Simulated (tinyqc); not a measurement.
Microkinetic model of low-temperature epitaxy from hydride gases: adsorption, hydrogen desorption and rate control: one step, computed by the program tinyqc. Command: `OMP_NUM_THREADS=1 python tinyqc.py 3003207 3003208 out.jsonl hepi walk`. One thread of a shared host (Intel(R) Xeon(R) Processor @ 2.30GHz), about 0.01 s of CPU time with the checks.

Each hydride molecule needs two free sites and leaves four hydrogen atoms, of which two leave at once as H2; theta is the hydrogen coverage, the site density is 6.78 per nm^2 and one layer is 1.358 angstrom thick.

Question. Coverage and growth rate. With k the hydride and k_H the hydrogen adsorption rate on free pairs and k_d the desorption rate, steady state: 2 (k + k_H)(1 - theta)^2 = k_d theta; growth rate R = k (1 - theta)^2 layers/s; 1 layer/s = 8.148 nm/min. With c = 2 (k + k_H)/k_d the free share is 1 - theta = 2/(1 + sqrt(1 + 4c)).

Inputs (values chosen for the exercise, close to those used for silane and germane on Si(001)): temperature T = 460 C.

Film: silicon-germanium. Order of hydrogen desorption: first.

k = 0.3261407 1/s

k_H = 0 1/s

k_d = 0.2957662 1/s

Give: c; hydrogen coverage theta; growth rate R in layers; growth rate G.

Answer.

c = 2.2054

hydrogen coverage theta = 0.51620

growth rate R in layers = 0.076337 layers/s

growth rate G = 0.62200 nm/min

Adsorption and desorption share control.
